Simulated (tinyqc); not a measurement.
Silicon n-p-n transistor, Gummel numbers and transit times: effect of the neutral base width.

One-dimensional n-p-n transistor in the forward active mode at low injection. In the base p(x) = NB exp(-eta x/wb) and ni(x)^2 = ni^2 exp((g0 + g1 x/wb)/Vt); electrons leave the base at vsat; band spikes at the emitter junction and recombination inside the emitter are ignored.

f(x) = p(x) ni^2/ni(x)^2; I(x) = integral from x to wb of f/Dn, plus f(wb)/vsat; base Gummel number GB = I(0); electron density per unit flux n/(J/q) = I/f; base transit time tauB = integral of I/f over the base. ni = sqrt(Nc Nv) exp(-Eg/(2 Vt)), Eg in volts; GE = NE exp(-gE/Vt)(we/Dp + 1/Se); JC = J0 exp(VBE/Vt), J0 = q ni^2/GB; gain limited by back injection GE/GB, by base recombination tb/tauB, together 1/beta = the sum of the inverses; collector layer one-sided, Wc = sqrt(2 eps0 eps_r (Vbc + VCB)/(q NC)), Vbc = Vt ln(p(wb) NC/ni^2), Cjc = eps0 eps_r/Wc; Early voltage VA = GB q p(wb)/(f(wb) Cjc [1/Dn - (eta + g1/Vt)/(wb vsat)]), f(wb) = p(wb) exp(-(g0 + g1)/Vt), p(wb) = NB exp(-eta); tauC = Wc/(2 vsat). Peak fT here means 1/(2 pi (tauB + tauC + Rc Cjc)); base sheet resistance 1/(q mp times the integral of p).

Values chosen for this exercise; band and dielectric values close to those of silicon: temperature T = 300 K; band gap Eg = 1.1 eV; relative permittivity eps_r = 11.7; conduction-band density of states at T Nc = 2.81e19 cm^-3; valence-band density of states at T Nv = 2.66e19 cm^-3; saturation velocity vsat = 1.01e7 cm/s; base doping at the emitter edge NB = 1.6e18 cm^-3; doping falls as exp(-eta x/wb) eta = 1.1; gap reduction at the emitter edge of the base g0 = 0 eV; further gap reduction across the base (linear) g1 = 0 eV; electron diffusion coefficient in the base Dn = 7 cm^2/s; emitter doping NE = 1.1e20 cm^-3; gap reduction in the emitter (negative: wider gap) gE = 0.095 eV; neutral emitter width we = 58 nm; hole diffusion coefficient in the emitter Dp = 1.1 cm^2/s; recombination velocity at the emitter contact Se = 2e6 cm/s; electron lifetime in the base tb = 3e-8 s; collector doping NC = 2e16 cm^-3; collector-base reverse bias VCB = 0.3 V; emitter plus collector resistance Rc = 8 ohm um^2; hole mobility in the base mp = 130 cm^2/(V s).

Constants: q = 1.602176634e-19 C, kB = 1.380649e-23 J/K, Vt = kB T/q, eps0 = 8.8541878128e-14 F/cm where lengths are in cm. Results are converted to the units shown.

The same in every row: tauC (ps) = 1.327.

Effect of the neutral base width:
```
wb (nm)	GB (s/cm^4)	GE/GB	tb/tauB	beta	VA (V)	tauB (ps)	peak fT (GHz)	base sheet resistance (kohm)
65	9.538e11	16.88	1.177e4	16.86	31.36	2.550	41.02	7.612
97	1.397e12	11.52	5565	11.50	44.02	5.391	23.68	5.101
140	1.993e12	8.077	2763	8.053	61.19	10.86	13.06	3.534
210	2.964e12	5.432	1261	5.409	89.26	23.80	6.333	2.356
320	4.489e12	3.587	552.9	3.564	133.5	54.25	2.863	1.546
470	6.568e12	2.451	259.3	2.428	193.8	115.7	1.360	1.053
700	9.756e12	1.650	117.8	1.627	286.3	254.6	0.6218	0.7068
1000	1.392e13	1.157	58.02	1.134	407.0	517.1	0.3070	0.4948
```

As wb goes from 65 to 1000, beta falls from 16.9 to 1.13, VA rises from 31.4 to 407 V, the peak fT falls from 41.0 to 0.307 GHz and the base sheet resistance falls from 7.61 to 0.495 kohm. The product beta VA changes by a factor of 0.873. Back injection limits the gain in every row. tauB goes as wb^(1.94), between the 2 of diffusion and the 1 of the exit-velocity term. For wb = 320, 470, 700, 1000 beta is under 5, where charge stored in the emitter, left out, would cut fT markedly.

Range of the model: Heavy doping makes emitter or base degenerate; gE and g0 are to be read as apparent gap changes that include this.

tinyqc, about 0.01 s, one thread, Intel Xeon 2.30GHz (shared host): `OMP_NUM_THREADS=1 python tinyqc.py 2320136 2320137 out.jsonl`
